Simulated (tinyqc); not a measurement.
Worked calculation: Pariser-Parr-Pople SCF with singles CI, for the molecule C=Nc1ccccc1 (SMILES; centres numbered as the heavy atoms are written). Computed by tinyqc, a small Python program that keeps every step. Settings: charge = 0, gamma = Ohno, start = huckel, damping = 0.3, iteration cap = 55, excitations kept = 9. Command: `OMP_NUM_THREADS=1 python tinyqc.py 27079 27080 out.jsonl` (the two numbers bound the seeds that draw the settings). One thread of a shared host (Intel(R) Xeon(R) Processor @ 2.60GHz), about 0.02 s of CPU time with the checks. Later iterations appear only in the table of the cycle.

## PPP integrals

Centres (angstrom, eV; a flat drawing with bonds scaled to 1.40 angstrom):
```
centre          x          y  core charge z          W   gamma_rr
1C      -2.879000   0.438000              1  11.160000  11.130000
2N      -1.930000  -0.591000              1  14.100000  12.300000
3C      -0.564000  -0.283000              1  11.160000  11.130000
4C       0.385000  -1.311000              1  11.160000  11.130000
5C       1.751000  -1.003000              1  11.160000  11.130000
6C       2.167000   0.333000              1  11.160000  11.130000
7C       1.218000   1.362000              1  11.160000  11.130000
8C      -0.148000   1.054000              1  11.160000  11.130000
```

Resonance integrals (eV):
```
i  j       beta
1  2  -2.510000
2  3  -2.510000
3  4  -2.390000
4  5  -2.390000
5  6  -2.390000
6  7  -2.390000
7  8  -2.390000
8  3  -2.390000
```

Ohno: gamma = 14.399645/sqrt(R^2 + a^2), a = 2 x 14.399645/(gamma_rr + gamma_ss); H_rr = -W_r - sum_(s != r) z_s gamma_rs; H_rs = beta for bonds.

repulsion gamma_rs (eV), lower triangle:
```
           1C         2N         3C         4C         5C         6C         7C         8C
1C  11.130000
2N   7.729818  12.300000
3C   5.239560   7.728284  11.130000
4C   3.670975   5.297545   7.556581  11.130000
5C   2.869206   3.689750   5.240060   7.553010  11.130000
6C   2.763701   3.290539   4.668999   5.239840   7.555992  11.130000
7C   3.276624   3.689192   5.238699   4.668753   5.240168   7.554442  11.130000
8C   4.668999   5.296138   7.553212   5.240168   4.669089   5.239560   7.553010  11.130000
```

core matrix H (eV), lower triangle:
```
            1C          2N          3C          4C          5C          6C          7C          8C
1C  -41.378883
2N   -2.510000  -50.821266
3C    0.000000   -2.510000  -54.385396
4C    0.000000    0.000000   -2.390000  -50.386871
5C    0.000000    0.000000    0.000000   -2.390000  -47.977273
6C    0.000000    0.000000    0.000000    0.000000   -2.390000  -47.473072
7C    0.000000    0.000000    0.000000    0.000000    0.000000   -2.390000  -48.380888
8C    0.000000    0.000000   -2.390000    0.000000    0.000000    0.000000   -2.390000  -51.380176
```

## Starting guess

pi electrons, sum of z_r less the charge = 8

Orbitals of the Hueckel matrix of the beta values.

P at the start, lower triangle:
```
           1C         2N         3C         4C         5C        6C        7C        8C
1C   1.000000
2N   0.907291   1.000000
3C   0.000000   0.414867   1.000000
4C  -0.258574   0.000000   0.607401   1.000000
5C   0.000000  -0.048526   0.000000   0.679170   1.000000
6C   0.207612   0.000000  -0.300023   0.000000   0.658363  1.000000
7C   0.000000  -0.048526   0.000000  -0.320830   0.000000  0.658363  1.000000
8C  -0.258574   0.000000   0.607401   0.000000  -0.320830  0.000000  0.679170  1.000000
```

## Iteration 1: Fock matrix

F_rr = H_rr + P_rr gamma_rr / 2 + sum_(s != r) P_ss gamma_rs; F_rs = H_rs - P_rs gamma_rs / 2; E = tr P (H + F) / 2 + core repulsion sum_(r<s) z_r z_s gamma_rs.

F (eV), lower triangle:
```
           1C         2N         3C         4C         5C         6C         7C         8C
1C  -5.595000
2N  -6.016596  -7.950000
3C   0.000000  -4.113104  -5.595000
4C   0.474609   0.000000  -4.684937  -5.595000
5C   0.000000   0.089524   0.000000  -4.954888  -5.595000
6C  -0.286889   0.000000   0.700404   0.000000  -4.877292  -5.595000
7C   0.000000   0.089510   0.000000   0.748938   0.000000  -4.876782  -5.595000
8C   0.603641   0.000000  -4.683914   0.000000   0.748992   0.000000  -4.954888  -5.595000
```

pi energy = -109.328652 eV

## Iteration 1: orbitals and new P

Diagonalise F (the basis is taken as orthonormal) and form P = 2 sum c c over the lowest orbitals; 0.3 of the old P is kept.

orbital energies (eV): -15.415050  -13.528426  -11.299679  -10.475496  -1.265217  0.109669  1.097413  3.661785

P after iteration 1, lower triangle:
```
           1C         2N         3C         4C         5C         6C        7C        8C
1C   0.888951
2N   0.911503   1.117363
3C  -0.028975   0.381543   0.990475
4C  -0.236562  -0.009670   0.615057   1.001614
5C   0.005120  -0.042386   0.001444   0.678740   0.999749
6C   0.184347   0.004690  -0.308118  -0.000926   0.658906   1.000566
7C   0.003268  -0.035484   0.001048  -0.323539  -0.000171   0.660777  0.999875
8C  -0.244576  -0.009060   0.615873   0.001507  -0.321406  -0.000863  0.676268  1.001407
```

## Iteration 2: Fock matrix

As before.

F (eV), lower triangle:
```
           1C         2N         3C         4C         5C         6C         7C         8C
1C  -5.342771
2N  -6.032875  -8.143739
3C   0.075907  -3.984336  -5.299344
4C   0.434206   0.025612  -4.713865  -5.436058
5C  -0.007345   0.078198  -0.003784  -4.953264  -5.509509
6C  -0.254741  -0.007717   0.719301   0.002426  -4.879343  -5.544055
7C  -0.005354   0.065454  -0.002746   0.755263   0.000448  -4.885900  -5.555364
8C   0.570961   0.023991  -4.715910  -0.003948   0.750337   0.002261  -4.943929  -5.546725
```

pi energy = -109.527156 eV

## Iteration 2: orbitals and new P

As before.

orbital energies (eV): -15.271844  -13.480407  -11.212876  -10.422265  -1.165076  0.191392  1.192472  3.791040

P after iteration 2, lower triangle:
```
           1C         2N         3C         4C         5C         6C        7C        8C
1C   0.830638
2N   0.912060   1.177485
3C  -0.039993   0.360761   0.978692
4C  -0.223136  -0.013670   0.619491   1.001343
5C   0.006095  -0.039006   0.005215   0.678406   1.000310
6C   0.170883   0.006574  -0.312004  -0.003015   0.659127   1.003479
7C   0.004975  -0.028813   0.000641  -0.325227  -0.001896   0.662368  1.001499
8C  -0.235049  -0.013162   0.621319   0.006738  -0.322035  -0.005178  0.674227  1.006554
```

## Iteration 3: Fock matrix

As before.

F (eV), lower triangle:
```
           1C         2N         3C         4C         5C         6C         7C         8C
1C  -5.226271
2N  -6.035029  -8.272332
3C   0.104772  -3.904032  -5.143933
4C   0.409563   0.036208  -4.730617  -5.368115
5C  -0.008744   0.071960  -0.013665  -4.952003  -5.461101
6C  -0.236135  -0.010816   0.728372   0.007898  -4.880177  -5.504126
7C  -0.008151   0.053148  -0.001679   0.759203   0.004968  -4.891911  -5.514764
8C   0.548722   0.034853  -4.736476  -0.017654   0.751805   0.013564  -4.936220  -5.532200
```

pi energy = -109.618593 eV

## Iteration 3: orbitals and new P

As before.

orbital energies (eV): -15.208065  -13.455037  -11.164014  -10.399176  -1.125118  0.236924  1.235335  3.856308

P after iteration 3, lower triangle:
```
           1C         2N         3C         4C         5C         6C        7C        8C
1C   0.799216
2N   0.911628   1.208980
3C  -0.043588   0.347976   0.969011
4C  -0.214948  -0.015493   0.621988   1.001501
5C   0.005957  -0.037086   0.008450   0.678211   1.000640
6C   0.163001   0.007380  -0.313815  -0.005094   0.659161   1.006192
7C   0.005911  -0.025392   0.000016  -0.326284  -0.003059   0.663446  1.002423
8C  -0.228709  -0.015249   0.624754   0.011312  -0.322540  -0.009121  0.672799  1.012036
```

## Convergence

Stop when output and input P, before any damping, agree to 1e-7.

Course of the cycle:
```
iteration         E (eV)  largest |P(out) - P(in)|
1          -109.32865216                  1.68e-01
2          -109.52715577                  8.59e-02
3          -109.61859307                  4.50e-02
4          -109.65628840                  2.48e-02
5          -109.67107862                  1.40e-02
6          -109.67675814                  8.06e-03
7          -109.67892850                  4.73e-03
8          -109.67976409                  2.82e-03
9          -109.68009160                  1.71e-03
10         -109.68022348                  1.05e-03
11         -109.68027844                  7.41e-04
...                  ...                       ...
30         -109.68032302                  1.69e-06
31         -109.68032302                  1.23e-06
32         -109.68032302                  9.03e-07
33         -109.68032302                  6.62e-07
34         -109.68032302                  4.85e-07
35         -109.68032302                  3.55e-07
36         -109.68032302                  2.60e-07
37         -109.68032302                  1.91e-07
38         -109.68032302                  1.40e-07
39         -109.68032302                  1.02e-07
40         -109.68032302                  7.50e-08
```

Converged in 40 iterations.

## Converged orbitals

Charges are z - P_rr.

orbital energies (eV): -15.143577  -13.425688  -11.091830  -10.377539  -1.102700  0.302930  1.275891  3.935706

coefficients:
```
         MO1        MO2        MO3        MO4        MO5        MO6        MO7        MO8
1C  0.289365   0.388969   0.020996   0.378777   0.694116   0.001894   0.356810   0.109287
2N  0.530145   0.526300   0.005450   0.256015  -0.418184   0.010588  -0.400000  -0.203448
3C  0.487802   0.054634  -0.026890  -0.481153  -0.279998  -0.024119   0.450425   0.494945
4C  0.330218  -0.178858   0.481850  -0.361763   0.263799  -0.494443  -0.100778  -0.414360
5C  0.250414  -0.371281   0.519799   0.166723   0.104863   0.503837  -0.323766   0.363020
6C  0.221370  -0.457314   0.040321   0.497777  -0.323578  -0.005872   0.521784  -0.339788
7C  0.252883  -0.387004  -0.477377   0.239693   0.116448  -0.495919  -0.341628   0.353173
8C  0.335498  -0.199945  -0.516645  -0.309148   0.257055   0.504982  -0.076511  -0.397531
```

pi charges: 1C 0.242116, 2N -0.247237, 3C 0.053667, 4C -0.008172, 5C 0.002913, 6C -0.015096, 7C 0.001872, 8C -0.030062

## Singles CI, singlets

Over the 9 single excitations with the smallest orbital gaps: A = (e_a - e_i) delta + 2 (ia|jb) - (ij|ab), with (pq|rs) = sum c_mp c_mq gamma_mn c_nr c_ns. f = 2/3 w |mu|^2 in atomic units, mu = sqrt2 sum c_ia sum_m c_mi c_ma R_m.

singlet CI matrix (eV), lower triangle:
```
           4>5        3>5        4>6        3>6        4>7        2>5       3>7        2>6
4>5   4.916849
3>5  -0.131984   5.768338
4>6  -0.122964   0.708189   5.880769
3>6  -0.550188   0.006665   0.002749   6.320449
4>7   0.127687  -0.082854  -0.058074   0.812636   6.941804
2>5  -0.493215  -0.186383  -0.146350   0.322146  -0.126826   7.756132
3>7   0.018669   0.463852  -0.852404  -0.000258   0.024593   0.011287  7.321493
2>6  -0.001268  -0.315495   0.348282   0.014346  -0.000164  -0.029321  0.195501   8.652290
1>5   0.242430   0.061493  -0.131500   0.248315   0.229084  -0.468275  0.125522  -0.020772

          1>5
1>5  8.850561
```

singlet excitation energies (eV): 4.595594  4.707977  5.822015  6.506227  7.335768  7.680821  7.915280  8.718835  9.126168

oscillator strengths: 0.355382  0.001319  0.425893  0.537460  0.446323  0.426343  0.736378  0.083440  0.076066

## Singles CI, triplets

Over the 9 single excitations with the smallest orbital gaps: A = (e_a - e_i) delta - (ij|ab), with (pq|rs) = sum c_mp c_mq gamma_mn c_nr c_ns.

triplet CI matrix (eV), lower triangle:
```
           4>5        3>5        4>6        3>6        4>7        2>5        3>7        2>6
4>5   3.490518
3>5  -0.103332   5.135789
4>6  -0.002971  -0.194219   4.572127
3>6  -0.194219  -0.019711   0.048230   4.249871
4>7   0.392159  -0.065043  -0.009953   0.099448   5.467380
2>5  -1.058080  -0.135971  -0.013023  -0.134977  -1.226974   6.423500
3>7  -0.065043   1.092149   0.099448   0.009197  -0.029644  -0.105170   6.448786
2>6  -0.013023  -0.134977   0.685190   0.020772   0.038283  -0.019165  -0.363082   8.007795
1>5  -0.157246   0.111697  -0.013276   0.214352  -0.412988  -1.261093   0.051943  -0.006075

          1>5
1>5  7.752013
```

triplet excitation energies (eV): 3.034993  4.174959  4.267969  4.472938  4.713303  6.938707  7.056502  8.257862  8.630549
